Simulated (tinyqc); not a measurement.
Crystallisation kinetics and data retention of a phase-change cell: two steps of the calculation.

Johnson-Mehl-Avrami-Kolmogorov law X = 1 - exp(-y^n), y = integral of k dt, k = (1/100 s) exp[-(Ec q/kB)(1/T - 1/T1)].

Values chosen for this exercise; values of the order of Ge-Sb-Te and related chalcogenides: activation energy of crystallisation Ec = 2.9 eV; temperature at which the rate k is 1/(100 s) T1 = 443 K; Avrami exponent n = 3; crystalline share at which the state is lost Xf = 0.2; storage temperature T = 354 K; heating rate b = 1 K/min; start of the ramp table Ta = 400 K; step of the table dT = 5 K; steps m = 10.

Constants: q = 1.602176634e-19 C, kB = 1.380649e-23 J/K. Results are converted to the units shown.

Question 1. Retention. At fixed T the state fails at t = (-ln(1 - Xf))^(1/n)/k; ten years are 3.15576e8 s.

Give: k; y at failure; time to fail; the same in years; temperature for ten years.

Answer 1.

k = 5.075e-11 1/s
y at failure = 0.6065
time to fail = 1.195e10 s
the same in years = 378.7
temperature for ten years = 368.1 K

The cell meets ten years at 354 K.

Question 2. A heating ramp. T rises at the rate b. Start with y = k (kB Ta^2/(q Ec))/b, the integral from cold to Ta to leading order; over each step k is taken as exponential in T, so y gains (dT/b)(k2 - k1)/ln(k2/k1). dX/dt = n y^(n - 1) k exp(-y^n), listed as 0 once y^n exceeds 23.

Find: T; k; y; X; dX/dt.

Answer 2.

```
point  T (K)   k (1/s)         y          X  dX/dt (1/s)
0        400  2.840e-6  8.103e-4  5.320e-10    5.595e-12
1        405  8.026e-6  0.002308   1.229e-8    1.282e-10
2        410  2.211e-5  0.006477   2.717e-7     2.783e-9
3        415  5.944e-5   0.01780   5.640e-6     5.650e-8
4        420  1.561e-4   0.04783   1.094e-4     1.071e-6
5        425  4.006e-4    0.1256   0.001982     1.894e-5
6        430  0.001006    0.3229    0.03310     3.042e-4
7        435  0.002473    0.8122     0.4148     0.002864
8        440  0.005957     2.001     0.9997     2.367e-5
9        445   0.01407     4.833      1.000            0
10       450   0.03260     11.45      1.000            0
```

Range of the model: One Arrhenius rate is assumed; incubation, growth from the boundary and the non-Arrhenius kinetics of the supercooled liquid are left out.

Numbers from tinyqc (`OMP_NUM_THREADS=1 python tinyqc.py 2490056 2490057 out.jsonl`; about 0.03 s on one thread of a shared Intel Xeon 2.30GHz).
